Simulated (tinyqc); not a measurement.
Worked calculation: standing waves and exposure in a photoresist film. Values are carried at full precision from step to step, so a last printed digit may differ when a step is redone from the rounded ones.

Normal incidence from air. Unexposed resist: N1 = n1 + i k1 with k1 = (A + B) lam/(4 pi), lam in micrometres. r01 = (1 - N1)/(1 + N1), t01 = 2/(1 + N1). Below the resist lie the layer Na = na + i ka and the substrate Ns = ns + i ks: r12 = (r1a + ras x)/(1 + r1a ras x), x = exp(4 pi i Na da/lam), r1a = (N1 - Na)/(N1 + Na), ras = (Na - Ns)/(Na + Ns). With p = exp(2 pi i N1 d/lam), the field at depth z is E(z) = t01 [exp(2 pi i N1 z/lam) + r12 p^2 exp(-2 pi i N1 z/lam)]/(1 + r01 r12 p^2), the relative intensity I(z) = n1 |E(z)|^2 and the reflectance R = |(r01 + r12 p^2)/(1 + r01 r12 p^2)|^2.

Parameters, chosen for this exercise (a resist on Si, indices near tabulated ones; not measured data):

| symbol | value | unit | meaning |
|---|---|---|---|
| lam | 365 | nm | vacuum wavelength |
| n1 | 1.712 |  | resist index |
| A | 0.62 | 1/micrometre | bleachable absorption (Dill A) |
| B | 0.08 | 1/micrometre | fixed absorption (Dill B) |
| d | 723 | nm | resist thickness |
| ns | 6.626 |  | substrate n |
| ks | 2.67 |  | substrate k |
| na | 1.74 |  | n of the bottom antireflection layer |
| ka | 0.312 |  | its k |
| da | 72 | nm | its thickness |
| C | 0.019 | cm^2/mJ | exposure rate (Dill C) |
| D | 80 | mJ/cm^2 | incident dose |
| Ld | 15 | nm | diffusion length of the post-exposure bake |

## Interface coefficients

Form N1, r01, t01 and r12.

N1 = 1.71200+0.02033i
r01 = -0.2626-0.0055i
t01 = 0.7374-0.0055i
r12 = 0.0617+0.1838i
|r12|^2 = 0.0376

Next to the bottom the intensity swings by a factor ((1 + |r12|)/(1 - |r12|))^2 = 2.19 between antinode and node; without the layer |r12|^2 would be 0.4060.

## Round trip and reflectance

Form p^2, the denominator and R; the period of the standing wave is lam/(2 n1).

p^2 = 0.1216-0.5904i
1 + r01 r12 p^2 = 0.9695+0.0031i
R = 0.0233
period = 106.60 nm

The film holds 6.78 periods.

## Intensity and exposure over the lowest period

Nine depths from d - period to d. Without bleaching during the exposure the share of unexposed compound is m = exp(-C D I).

Profile:

| z (nm) | I | m |
|---|---|---|
| 616.4 | 0.738 | 0.326 |
| 629.7 | 0.866 | 0.268 |
| 643.0 | 0.872 | 0.266 |
| 656.4 | 0.750 | 0.320 |
| 669.7 | 0.568 | 0.422 |
| 683.0 | 0.429 | 0.521 |
| 696.3 | 0.411 | 0.535 |
| 709.7 | 0.522 | 0.452 |
| 723.0 | 0.693 | 0.349 |

I runs from 0.411 to 0.872 on these points, so m runs from 0.266 to 0.535; the least exposed point listed lies 26.7 nm above the bottom.

## Smoothing by the bake

Gaussian diffusion of length Ld multiplies a cosine of period L by exp(-2 pi^2 Ld^2/L^2). Give that factor, and the Ld that leaves 10 %.

factor = 0.676
Ld for 10 % = 36.41 nm

## Checks

- R against the transfer-matrix product: both 0.023259.

Computed by tinyqc, a small Python program: `OMP_NUM_THREADS=1 python tinyqc.py 1682760 1682761 out.jsonl` (the numbers bound the seed that draws the inputs); one thread of a shared host (Intel(R) Xeon(R) Processor @ 2.30GHz), about 0.01 s for the whole set of steps.
